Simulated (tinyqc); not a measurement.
# On-chip interconnect, size-dependent resistivity and RC delay, step by step

Program tinyqc, `OMP_NUM_THREADS=1 python tinyqc.py 2100047 2100048 out.jsonl`; Intel Xeon 2.30GHz, shared host, one thread, about 0.01 s. Printed values are rounded.

A rectangular line between two neighbours and two ground planes. Surface and grain-boundary scattering are added to the bulk resistivity as corrections; capacitances are parallel-plate values without fringing; inductance is ignored.

Parameters, values chosen for the exercise; metal values close to those of aluminium:
```
symbol,value,unit,meaning
rho0,2.63,uohm cm,bulk resistivity
lam,18.8,nm,bulk mean free path
ps,0,,specular share of surface scattering
Rg,0.3,,reflection coefficient of grain boundaries
gr,0.7,,grain size over the metal width
wd,9.9,nm,drawn line width
AR,2.3,,"aspect ratio, height over width"
tl,2,nm,"liner on both walls and the bottom, not conducting"
sp,15,nm,space to the neighbouring lines
hd,11,nm,dielectric height to the planes above and below
ek,3,,relative permittivity of the dielectric
Mf,1,,Miller factor of the neighbours
Lw,240,um,line length
Rd,330,ohm,driver resistance
Cl,0.36,fF,load capacitance
dt,1100,ps,time step
```

Constants: eps0 = 8.8541878128e-12 F/m. Results are converted to the units shown.

Range of the model: The metal width is under the mean free path, where the thick-limit surface term and the simple sum of corrections lose accuracy.

## Resistivity, resistance and capacitance per length

Metal width x = wd - 2 tl, height y = AR wd - tl; grain boundaries (Mayadas-Shatzkes): al = (lam/(gr x)) Rg/(1 - Rg), g = 1/[1 - 3 al/2 + 3 al^2 - 3 al^3 ln(1 + 1/al)] - 1; surfaces (Fuchs-Sondheimer, thick limit): s = (3/8) lam (1 - ps)(1/x + 1/y); rho = rho0 (1 + g + s); r = rho/(x y); c = eps0 ek (2 wd/hd + 2 Mf AR wd/sp).

x = 5.9 nm
y = 20.77 nm
al = 1.95088
g = 2.65397
s = 1.53435
rho = 13.6453 uohm cm
r = 1113.51 ohm/um
c = 0.128457 fF/um

rho is 5.19 times the bulk value; grain boundaries add more (2.65 against 1.53). The liner takes 45.6 % of the cross-section.

## Ladder and Elmore delays

4 equal pi sections: series Rs = r Lw/4; node capacitances c Lw/4, halved at nodes 0 and 4, with Cl added to node 4; Rd feeds node 0. Elmore delay of node k: the sum, over the resistors on the path to k, of resistance times all capacitance downstream of it.

Rs = 66810.5 ohm

```
node   C (fF)  Elmore delay (ps)
0     3.85370            10.2926
1     7.70739            1836.62
2     7.70739            3148.01
3     7.70739            3944.46
4     4.21370            4225.98
```

The far-end value equals Rd (c Lw + Cl) + r Lw (c Lw/2 + Cl) for any number of pi sections; the line resistance contributes 99.8 % of it.

## Step 1: node voltages after a time step

v at t = 0, node 0 to 4 (V): 0  0  0  0  0

A 1 V step is applied behind Rd at t = 0. C dv/dt = -G v + b, with G the conductance matrix of the ladder (1/Rs between neighbours, 1/Rd added at node 0) and b = (1 V/Rd, 0, ...). Backward Euler step: (C/dt + G) v(new) = (C/dt) v + b.

v at t = 1 dt, node 0 to 4 (V): 0.996472  0.515409  0.275620  0.164854  0.131261

## Step 2: node voltages after a time step

As before.

v at t = 2 dt, node 0 to 4 (V): 0.998494  0.694129  0.473428  0.345325  0.301704

## Course in time

A 1 V step is applied behind Rd at t = 0. C dv/dt = -G v + b, with G the conductance matrix of the ladder (1/Rs between neighbours, 1/Rd added at node 0) and b = (1 V/Rd, 0, ...). Backward Euler step: (C/dt + G) v(new) = (C/dt) v + b. The last column solves the same ladder exactly by its modes.

Voltages (V):
```
t (ps)   node 0  node 2  node 4  node 4, exact
1100     0.9965  0.2756  0.1313         0.1127
2200     0.9985  0.4734  0.3017         0.3355
3300     0.9989  0.6086  0.4576         0.5146
4400     0.9992  0.7054  0.5845         0.6464
5500     0.9994  0.7771  0.6835         0.7424
6600     0.9995  0.8310  0.7593         0.8124
7700     0.9997  0.8717  0.8172         0.8634
8800     0.9997  0.9026  0.8612         0.9005
9900     0.9998  0.9261  0.8946         0.9275
1.100e4  0.9999  0.9439  0.9200         0.9472
1.210e4  0.9999  0.9574  0.9392         0.9616
1.320e4  0.9999  0.9676  0.9538         0.9720
```

The far end of the ladder reaches 0.5 V at 3197 ps, 0.756 of its Elmore delay (ln 2 = 0.693 for a single pole); the slowest mode has a time constant of 3470 ps. The largest error of the backward Euler steps at that node is 62 mV.
